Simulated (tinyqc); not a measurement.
Mass and degeneracy from charge and saturation current.

Inverse problem. At high drain voltage only states moving towards the drain are filled: I = gv (2 q^2/h) Vt ln(1 + exp eta) and n = (N0/2) F_(-1/2)(eta), N0 = gv sqrt(2 m kB T/pi)/hbar, F_(-1/2)(x) = (1/sqrt(pi)) int_0^infinity u^(-1/2)/(1 + exp(u - x)) du. Find eta and m.

Values chosen for this exercise:

| symbol | value | unit | meaning |
|---|---|---|---|
| T | 250 | K | temperature |
| gv | 2 |  | valley degeneracy |

Constants: q = 1.602176634e-19 C, kB = 1.380649e-23 J/K, hbar = 1.054571817e-34 J s, h = 6.62607015e-34 J s, m0 = 9.1093837015e-31 kg, Vt = kB T/q. Results are converted to the units shown.

n = 5.3167211e6 cm^-1
I = 9.3874569 uA

Solution. In one dimension the current holds no mass, so it gives eta directly; n then gives m.

eta = 2.750
m = 0.5060 m0

Numbers from tinyqc (`OMP_NUM_THREADS=1 python tinyqc.py 2400017 2400018 out.jsonl`; about 0.03 s on one thread of a shared Intel Xeon 2.30GHz).
